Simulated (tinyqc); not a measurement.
Hubbard ring of 4 sites, step by step. Computed by tinyqc, a small Python program that keeps every step. Settings: hopping = 1.73, U = 9.8, mixing = 0.2, iteration cap = 83. Command: `OMP_NUM_THREADS=1 python tinyqc.py 25390 25391 out.jsonl` (the two numbers bound the seeds that draw the settings). One thread of a shared host (Intel(R) Xeon(R) Processor @ 2.60GHz), about 0.2 s of CPU time with the checks. Later iterations appear only in the table of the cycle.

## Mean-field iteration 1

one-body matrix (hopping and site energies) (eV):
```
           1          2          3          4
1   0.000000  -1.730000   0.000000  -1.730000
2  -1.730000   0.000000  -1.730000   0.000000
3   0.000000  -1.730000   0.000000  -1.730000
4  -1.730000   0.000000  -1.730000   0.000000
```

U = 9.800000 eV

electrons, up and down: 2  1

mixing = 0.200000

n(up) at the start (a guess, not normalised): 1 0.950000, 2 0.050000, 3 0.950000, 4 0.050000

n(down) at the start (a guess): 1 0.000000, 2 0.700000, 3 0.000000, 4 0.700000

H(up) = T + U n(down), H(down) = T + U n(up); fill the lowest levels; n(new) = n + mixing (n(out) - n); E = tr T (rho up + rho down) + U sum n_up n_down of the output.

levels, up (eV): -1.442012  0.000000  6.860000  8.302012

levels, down (eV): -0.705328  0.490000  9.310000  10.505328

energy = -2.977544 eV

n(up) after iteration 1: 1 0.945201, 2 0.054799, 3 0.945201, 4 0.054799

n(down) after iteration 1: 1 0.010662, 2 0.649338, 3 0.010662, 4 0.649338

## Mean-field iteration 2

As before.

levels, up (eV): -1.431343  0.104492  6.363508  7.899343

levels, down (eV): -0.668403  0.537030  9.262970  10.468403

energy = -3.023305 eV

n(up) after iteration 2: 1 0.939701, 2 0.060299, 3 0.939701, 4 0.060299

n(down) after iteration 2: 1 0.019354, 2 0.608646, 3 0.019354, 4 0.608646

## Mean-field iteration 3

As before.

levels, up (eV): -1.429400  0.189667  5.964733  7.583800

levels, down (eV): -0.626271  0.590932  9.209068  10.426271

energy = -3.057174 eV

n(up) after iteration 3: 1 0.933797, 2 0.066203, 3 0.933797, 4 0.066203

n(down) after iteration 3: 1 0.026496, 2 0.575904, 3 0.026496, 4 0.575904

## Convergence

Each step fills the lowest levels of T + U n(other spin) and sets n(new) = n + mixing (n(out) - n); stop when output and input agree to 1e-8.

Course of the cycle:
```
iteration       E (eV)  largest |n(out) - n(in)|  mean |n_up - n_down|
1          -2.97754382                  2.53e-01              0.622693
2          -3.02330479                  2.03e-01              0.613580
3          -3.05717438                  1.64e-01              0.605119
4          -3.08193077                  1.32e-01              0.597417
5          -3.09990762                  1.07e-01              0.590509
6          -3.11293701                  8.65e-02              0.584376
7          -3.12239456                  7.03e-02              0.578973
8          -3.12928435                  5.73e-02              0.574237
9          -3.13432736                  4.69e-02              0.570098
10         -3.13803736                  3.84e-02              0.566490
11         -3.14078007                  3.16e-02              0.563349
...                ...                       ...                   ...
73         -3.14891222                  3.97e-06              0.542437
74         -3.14891222                  3.45e-06              0.542437
75         -3.14891222                  3.00e-06              0.542436
76         -3.14891222                  2.61e-06              0.542436
77         -3.14891222                  2.27e-06              0.542435
78         -3.14891222                  1.97e-06              0.542435
79         -3.14891222                  1.72e-06              0.542435
80         -3.14891222                  1.49e-06              0.542435
81         -3.14891222                  1.30e-06              0.542435
82         -3.14891222                  1.13e-06              0.542434
83         -3.14891222                  9.80e-07              0.542434
```

Not converged within 83 iterations: the residual falls steadily but slowly, by a factor of about 0.87 a step. The lowest mean-field energy found from random starts is -3.56182 eV. Reruns (cap 100 unless said): mixing 0.5: converged in 42 to a higher stationary point (E = -3.14891); mixing 0.9: converged in 19 to a higher stationary point (E = -3.14891); the original settings with a cap of 400: converged in 116 to a higher stationary point (E = -3.14891).

## Exact diagonalisation (24 states)

Lowest levels of the sector, and the double occupancy of the lowest state.

lowest levels (eV): -4.365117  -4.365117  -3.460000  -2.375686  -2.375686  0.000000

double occupancy per site = 0.027560

## The lowest level by Lanczos steps

From a random start vector (not printed): a_j = <q_j|H|q_j>, b_j = norm of the remainder after orthogonalising; the Ritz value is the lowest eigenvalue of the tridiagonal matrix of a and b so far.

Lanczos:
```
j   a_j (eV)  b_j (eV)  lowest Ritz value (eV)
1   3.444750  5.783267              3.44475006
2   4.439322  5.116643             -1.86257178
3   6.518753  4.654236             -3.24334023
4   4.099888  3.655903             -3.72619510
5   4.962925  5.915915             -3.86400104
6   3.795949  4.533670             -4.06701620
7   7.640670  4.057575             -4.22702025
8   2.720302  4.324219             -4.29578004
9   5.642978  4.506717             -4.33445555
10  3.839023  3.895212             -4.35776225
```
